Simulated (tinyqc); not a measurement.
Conduction-band offset of an n-N heterojunction from carrier-profile moments: two steps of the calculation.

Layer 1 (x < 0) accumulates electrons and layer 2 (x > 0) is depleted. Boltzmann statistics. The bands bend down by V1 in layer 1 and up by V2 in layer 2, with V1 + V2 = VD = dE + Vt ln[(N2/Nc2)/(N1/Nc1)].

Inputs (values chosen for the exercise); values of the order of III-V alloys:
- T = 300 K (temperature)
- eps_r = 12.1 (relative permittivity of both layers)
- Nc1 = 3.8e17 cm^-3 (density of states of the narrow-gap layer 1)
- Nc2 = 1.4e18 cm^-3 (density of states of the wide-gap layer 2)
- dE = 0.18 eV (conduction-band offset)
- N1 = 9.9e15 cm^-3 (donor density in layer 1)
- N2 = 2.5e16 cm^-3 (donor density in layer 2)
- si = -1.3e10 cm^-2 (fixed charge at the interface)

Constants: q = 1.602176634e-19 C, kB = 1.380649e-23 J/K, Vt = kB T/q, eps0 = 8.8541878128e-14 F/cm where lengths are in cm. Results are converted to the units shown.

Question 1. Division of the diffusion potential. Sheet densities from the first integral: Q1 = sqrt((2 eps0 eps_r Vt N1/q)(exp(u1) - u1 - 1)) extra electrons, Q2 = sqrt((2 eps0 eps_r Vt N2/q)(exp(-u2) + u2 - 1)) missing ones, u = V/Vt; neutrality Q1 = Q2 + si. Q1 - Q2 rises steadily with V1, so V1 follows by bisection.

Find: VD; V1; V2; Q1; n at x = 0-; n at x = 0+.

Answer 1.

VD = 0.17024 V
V1 = 0.060413 V
V2 = 0.10982 V
Q1 = 1.5492e11 cm^-2
n at x = 0- = 1.0246e17 cm^-3
n at x = 0+ = 3.5728e14 cm^-3

n drops across the interface by 287 = (Nc1/Nc2) exp(dE/Vt).

Question 2. Offset from the moments. A C-V profile smears n(x) but keeps its zeroth and first moments: si = -int (N - n) dx, VD = (q/(eps0 eps_r)) int (N - n) x dx, dE = VD - Vt ln[(N2/Nc2)/(N1/Nc1)]. Use the trapezoidal rule on each side.

```
left point  -x (nm)  n in layer 1 (cm^-3)
0                 0            1.02456e17
1             0.966            9.41868e16
2              5.86            6.54665e16
3              16.8            3.72677e16
4              35.5            2.14527e16
5              63.4            1.43463e16
6               102            1.14078e16
7               152            1.03261e16
8               215            9.99230e15
9               293            9.91420e15
```

```
right point  x (nm)  n in layer 2 (cm^-3)
0                 0            3.57284e14
1              14.4            1.24999e15
2              35.6            4.74473e15
3              60.2            1.17229e16
4              87.5            1.87092e16
5               117            2.26781e16
6               148            2.42533e16
7               181            2.47840e16
8               216            2.49427e16
9               251            2.49848e16
```

Give: si; VD; dE.

Answer 2.

si = -3.88e9 cm^-2
VD = 0.169 V
dE = 0.179 eV

On these few points dE comes out -1.0 meV from the true 0.18 eV, and si misses by 9.1e9 cm^-2, 5.9 % of Q1.

Program tinyqc, `OMP_NUM_THREADS=1 python tinyqc.py 2410035 2410036 out.jsonl`; Intel Xeon 2.30GHz, shared host, one thread, about 0.08 s.
